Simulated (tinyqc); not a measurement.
Which roughness does what: X-ray reflectivity of a thin film on silicon: critical angles, Parratt recursion, fringes and roughness. Computed by tinyqc, a small Python program. Command: `OMP_NUM_THREADS=1 python tinyqc.py 3120045 3120046 out.jsonl xrr walk`. One thread of a shared host (Intel(R) Xeon(R) Processor @ 2.30GHz), about 0.01 s of CPU time with the checks.

n = 1 - delta + i beta; the classical electron radius is r_e = 2.8179403e-6 nm. Layer 0 is vacuum, 1 the film, 2 the substrate.

Inputs (values chosen for the exercise, modelled on TaN on silicon, copper K-alpha radiation):
```
quantity                                        value     unit
wavelength lambda                             0.15406       nm
film density rho                                 15.3   g/cm^3
effective electrons per unit mass, film         0.414    mol/g
beta/delta, film                                0.084        -
film thickness d                                 28.2       nm
roughness of the surface sigma_1                 0.55       nm
roughness of the interface sigma_2                0.4       nm
substrate density                                2.33   g/cm^3
effective electrons per unit mass, substrate    0.507    mol/g
beta/delta, substrate                           0.023        -
grazing angle theta                              1.71  degrees
```

Constants: N_A = 6.02214076e+23 1/mol.

Method:
- delta = r_e lambda^2 rho_e/(2 pi), rho_e = density x electrons per mass x N_A; critical angle sqrt(2 delta), q_c = 4 sqrt(pi r_e rho_e).
- k_j = (2 pi/lambda) sqrt(sin^2 theta - 2 delta_j + 2 i beta_j); r_ij = (k_i - k_j)/(k_i + k_j) x exp(-2 k_i k_j sigma^2) (Nevot-Croce); r = (r_01 + r_12 p)/(1 + r_01 r_12 p), p = exp(2 i k_1 d); R = |r|^2.
- Far above the critical angle the period is d theta = lambda/(2 d), or 2 pi/d in q; the envelope runs between (|r_01| - |r_12 p|)^2 and (|r_01| + |r_12 p|)^2; contrast = 2 a b/(a^2 + b^2) with a = |r_01|, b = |r_12 p|; roughness factors on the amplitudes are about exp(-q^2 sigma^2/2).
- R is averaged over one period above each angle (64 points); contrast = (max - min)/(max + min) of R theta^4 over that period. Cases: smooth; only sigma_1; only sigma_2; both.

period in theta = 0.156507 degrees

Constants:
```
layer      rho_e (1/nm^3)        delta         beta  critical angle (degrees)  q_c (1/nm)
film              3814.54  4.06045e-05  3.41078e-06                  0.516327    0.735059
substrate          711.40  7.57263e-06  1.74170e-07                  0.222977    0.317437
```

Mean R and contrast:
```
theta (degrees)  R smooth  contrast  R, sigma_1  contrast, sigma_1  R, sigma_2  contrast, sigma_2     R, both  contrast, both
0.8              0.012195   0.77405  8.8706e-03            0.88216  1.1963e-02            0.72081  8.6081e-03         0.83579
1.2              0.002439   0.86517  1.3070e-03            0.99922  2.2412e-03            0.74160  1.0949e-03         0.95961
1.8              0.000536   0.91072  2.0437e-04            0.88027  4.3687e-04            0.66017  1.0070e-04         0.99570
2.5              0.000154   0.93137  5.0999e-05            0.38037  1.1110e-04            0.44851  7.8157e-06         0.86385
3.5              0.000043   0.94839  1.4514e-05            0.05868  2.8383e-05            0.17928  2.6152e-07         0.48587
```

What follows from these numbers?

At 2.5 degrees sigma_1 alone multiplies the mean R by 0.33 and sigma_2 alone by 0.72; the contrast goes from 0.93 (smooth) to 0.38 and 0.45.
